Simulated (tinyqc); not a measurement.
# CMOS latch-up, two-transistor model, step by step

Computed by the program tinyqc: `OMP_NUM_THREADS=1 python tinyqc.py 2670003 2670004 out.jsonl`, one thread of a shared Intel Xeon 2.30GHz, about 0.05 s for the whole run. Printed values are rounded.

A parasitic pnp (emitter at Vdd, base shunted by Rw) and npn (emitter at ground, base shunted by Rs) feed each other: the npn collector current flows out of the pnp base node, the pnp collector current into the npn base node. Forward-active transistors with constant gains: Icn = Isn exp(Vn/Vt), Icp = Isp (exp(Vp/Vt) - 1). A current Ii is injected into the npn base node.

Inputs (values chosen for the exercise); values close to those of bulk CMOS: temperature T = 250 K; current gain of the npn bn = 7.5; current gain of the pnp bp = 3.5; saturation current of the npn at T Isn = 8.2e-19 A; saturation current of the pnp at T Isp = 9.9e-20 A; substrate resistance shunting the npn Rs = 490 ohm; well resistance shunting the pnp Rw = 980 ohm; resistance from the pnp collector to the npn base R2 = 160 ohm; base-emitter voltage in the on state Von = 0.81 V; saturation voltage Vsat = 0.18 V; supply voltage Vdd = 1.2 V; current injected into the substrate Ii = 1.47 mA.

Constants: q = 1.602176634e-19 C, kB = 1.380649e-23 J/K, Vt = kB T/q. Results are converted to the units shown.

## Holding current and voltage

On state with both base-emitter voltages at Von: npn base current Ib = (Von/Rs + bp Von/Rw)/(bn bp - 1), holding current Ih = (bn + 1) Ib + Von/Rs, holding voltage Vh = Vsat + Von + R2 (Ib + Von/Rs).

bn bp = 26.25
Ib = 0.180036 mA
Ih = 3.18337 mA
Vh = 1.28330 V

Vh is above Vdd = 1.2 V, so the supply cannot sustain a latched state.

## The off branch

| point | Vn (V) |
|---|---|
| 0 | 0.54 |
| 1 | 0.62 |
| 2 | 0.67 |
| 3 | 0.7 |
| 4 | 0.72 |
| 5 | 0.74 |
| 6 | 0.755 |
| 7 | 0.77 |

Node equations: Vp/Rw + Icp/bp = Icn and Vn/Rs + Icn/bn = Icp + Ii. Loop gain G = gn gp/[(1/Rw + gp/bp)(1/Rs + gn/bn)], gn = Icn/Vt, gp = (Icp + Isp)/Vt; the off state ends where G = 1, and Ii there is the trigger current. For each Vn: Icn, then Vp from the first equation, then Ii from the second.

| point | Icn (mA) | Vp (V) | Icp (mA) | Ii (mA) | G |
|---|---|---|---|---|---|
| 0 | 6.3057e-5 | 6.1796e-5 | 2.8438e-19 | 1.1020 | 6.4763e-18 |
| 1 | 0.0025850 | 0.0025333 | 1.2354e-17 | 1.2657 | 2.9551e-16 |
| 2 | 0.026328 | 0.025802 | 2.2892e-16 | 1.3709 | 8.2723e-15 |
| 3 | 0.10597 | 0.10385 | 1.2182e-14 | 1.4427 | 1.0190e-12 |
| 4 | 0.26815 | 0.26279 | 1.9640e-11 | 1.5051 | 3.0052e-9 |
| 5 | 0.67851 | 0.66426 | 0.0024351 | 1.5982 | 0.54193 |
| 6 | 1.3613 | 0.80751 | 1.8805 | -0.15817 | 20.301 |
| 7 | 2.7311 | 0.83449 | 6.5784 | -4.6428 | 23.151 |

Ii peaks at 1.599 mA, at Vn = 0.7405 V where G = 1; beyond it the loop feeds itself.

## Iteration 1: response to the injected current, once round the loop per iteration

Vn at the start = 0.59 V

Icn = Isn exp(Vn/Vt); Vp solves Vp/Rw + Icp/bp = Icn; Vn(new) solves Vn/Rs + (Isn/bn) exp(Vn/Vt) = Icp + Ii.

Icn = 6.42230e-4 mA
Vp = 6.29385e-4 V
Icp = 2.93493e-18 mA
Vn after iteration 1 = 0.709526 V

## Course of the iteration: response to the injected current, once round the loop per iteration

Stop when Vn changes by less than 1e-9 V, or after 150 iterations. Vn must stay below 1.1 V.

Course of the iteration:

| iteration | Vn (V) | \|change\| (V) |
|---|---|---|
| 1 | 0.709526 | 0.120 |
| 2 | 0.709526 | 5.84e-14 |

Converged in 2 iterations. An off state exists, since Ii is below the trigger current, the largest Ii that the node equations allow, 1.599 mA.
